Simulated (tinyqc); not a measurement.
Capacitance measurement on a leaky thin oxide: effects of series resistance and leakage: effect of the gate leakage current density, not matched to the thickness.

The device is a capacitance C in parallel with a leakage conductance G, in series with Rs and Ls. An impedance meter reports either a parallel pair (Cp, Gp) from Y = 1/Z = Gp + i w Cp or a series pair (Cs, Rm) from Z = Rm + 1/(i w Cs); w = 2 pi f, dissipation D = Gp/(w |Cp|).

EOT = 3.9 tox/eox; CET = EOT + zc + zp; C = 3.9 eps0 A/CET; G = Jg A/Vs. Z = Rs + i w Ls + 1/(G + i w C); CET read from Cp = 3.9 eps0 A/Cp; errors under 0.001 % are printed as 0.

Values chosen for this exercise; values of the order met in thin-oxide MOS capacitors:
```
symbol  value  unit                                                               meaning
eox      22.3        relative permittivity of the gate insulator (close to hafnium oxide)
tox         6    nm                                                   insulator thickness
A        2500  um^2                                                             gate area
zc       0.36    nm            oxide-equivalent thickness added by the accumulation layer
zp          0    nm                    oxide-equivalent thickness added by gate depletion
Vs       0.23     V                             voltage for an e-fold rise of the leakage
Rs        220   ohm                                                     series resistance
Ls        420    nH                                                     series inductance
f         2e5    Hz                                                   measuring frequency
```

Constants: eps0 = 8.8541878128e-14 F/cm where lengths are in cm. Results are converted to the units shown.

The same in every row: C (pF) = 61.255.

Effect of the gate leakage current density, not matched to the thickness:
```
Jg (A/cm^2)  Cp (pF)   Cs (pF)         D  error of Cp (%)  error of Cs (%)  CET read from Cp (nm)
1e-5          61.240    61.257  0.016949          -0.0247          4.06e-3                 1.4097
0.0001        61.240    61.257  0.017076          -0.0251          4.06e-3                 1.4097
0.001         61.237    61.258  0.018347          -0.0294          4.26e-3                 1.4097
0.02          61.181    61.306  0.045192           -0.120           0.0838                 1.4110
0.2           60.658    66.144   0.30072           -0.974             7.98                 1.4232
2             55.760    550.02    2.9773            -8.97              798                 1.5482
30            19.252  1.1864e5    78.496            -68.6           1.94e5                 4.4841
```

As Jg goes from 1e-5 to 30, the error of Cp goes from -0.0247 to -68.6 %, that of Cs from 0.00406 to 1.94e5 %, and D rises from 0.0169 to 78.5. The CET read from Cp goes from 1.41 to 4.48 nm against the true 1.41 nm. For Jg = 2, 30 D exceeds 1, where the accuracy of real meters degrades in proportion to sqrt(1 + D^2).

Program tinyqc, `OMP_NUM_THREADS=1 python tinyqc.py 2022177 2022178 out.jsonl`; Intel Xeon 2.30GHz, shared host, one thread, about 0.01 s.
